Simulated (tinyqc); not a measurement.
Decay of LO phonons and the hot-phonon bottleneck in the cooling of electrons: one step, computed by the program tinyqc. Command: `OMP_NUM_THREADS=1 python tinyqc.py 3016617 3016618 out.jsonl hotphonon walk`. One thread of a shared host (Intel(R) Xeon(R) Processor @ 2.30GHz), about 0.01 s of CPU time with the checks.

n(E, T) = 1/(exp(E/(k_B T)) - 1) is the Bose occupation. Electrons have a temperature T_e; the LO modes within their reach share one occupation N; the decay products stay at the lattice temperature.

Question. Electron and phonon temperatures in closed form. Net emission per electron: [(N + 1) x - N]/tau_sp with x = exp(-hbar omega/(k_B T_e)), a simple two-level balance; steady state of the modes: n [(N + 1) x - N]/tau_sp = N_m (N - N_0)/tau; power per electron P = hbar omega [(N + 1) x - N]/tau_sp. With p = P tau_sp/(hbar omega): N = N_0 + r p and x = (p + N)/(N + 1); without hot phonons N = N_0. The mode temperature T_LO solves n(hbar omega, T_LO) = N.

Inputs (values chosen for the exercise, modelled on indium phosphide):

| quantity | value | unit |
|---|---|---|
| LO energy hbar omega | 43 | meV |
| lattice temperature T | 300 | K |
| electron mass m* | 0.0787 | m_0 |
| electron density n | 1.5e+19 | 1/cm^3 |
| power supplied per electron P | 11 | nW |

Decay channel: two unequal phonons (Ridley).

emission time tau_sp = 61.19548 fs

equilibrium LO occupation N_0 = 0.2338213

bottleneck ratio r = 13.38039

Constants: e = 1.602176634e-19 C; k_B = 8.617333262e-05 eV/K.

Give: reduced power p; LO occupation N; electron temperature T_e; T_e without hot phonons; mode temperature T_LO.

Answer.

reduced power p = 0.09771

LO occupation N = 1.541

electron temperature T_e = 1138 K

T_e without hot phonons = 379.7 K

mode temperature T_LO = 997.8 K

Caution: at such T_e upper valleys, non-parabolic bands or other phonons can take part. Caution: the electrons are degenerate; Pauli blocking and the Fermi energy, left out here, matter.
